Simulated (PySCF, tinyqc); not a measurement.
Inside a calculation. Method: CISD on RHF in the sto-3g basis, for H4, spin multiplicity 1. The lowest restricted solution is unstable here: a spin-polarised one lies 0.2311 hartree lower (PySCF). One step of it, computed by the program tinyqc.

Question. Iteration 1: diagonalisation and new density. Diagonalise F' = X^T F X, C = X C', fill 2 alpha and 2 beta electrons from the bottom; D = 2 C_occ C_occ^T. Each column has its largest component positive (the first on a tie).

Fock matrix F (hartree):
```
           1H 1s      2H 1s      3H 1s      4H 1s
1H 1s  -0.106022  -0.154189  -0.132468  -0.060257
2H 1s  -0.154189  -0.106022  -0.060257  -0.132468
3H 1s  -0.132468  -0.060257  -0.106022  -0.154189
4H 1s  -0.060257  -0.132468  -0.154189  -0.106022
```

X:
```
               1          2          3         4
1H 1s   0.599137   0.521668   0.505615  0.421527
2H 1s  -0.599137  -0.521668   0.505615  0.421527
3H 1s  -0.599137   0.521668  -0.505615  0.421527
4H 1s   0.599137  -0.521668  -0.505615  0.421527
```

Give: F' = X^T F X; orbital energies; coefficients C; D after iteration 1.

Answer.

F' = X^T F X (hartree):
```
        1        2        3        4
1  0.1728   0.0000   0.0000   0.0000
2  0.0000  -0.0262   0.0000   0.0000
3  0.0000   0.0000  -0.0690   0.0000
4  0.0000   0.0000   0.0000  -0.3219
```

orbital energies (hartree): MO1 -0.3219, MO2 -0.0690, MO3 -0.0262, MO4 0.1728

coefficients C:
```
          MO1      MO2      MO3      MO4
1H 1s  0.4215   0.5056   0.5217   0.5991
2H 1s  0.4215   0.5056  -0.5217  -0.5991
3H 1s  0.4215  -0.5056   0.5217  -0.5991
4H 1s  0.4215  -0.5056  -0.5217   0.5991
```

D after iteration 1:
```
         1H 1s    2H 1s    3H 1s    4H 1s
1H 1s   0.8667   0.8667  -0.1559  -0.1559
2H 1s   0.8667   0.8667  -0.1559  -0.1559
3H 1s  -0.1559  -0.1559   0.8667   0.8667
4H 1s  -0.1559  -0.1559   0.8667   0.8667
```
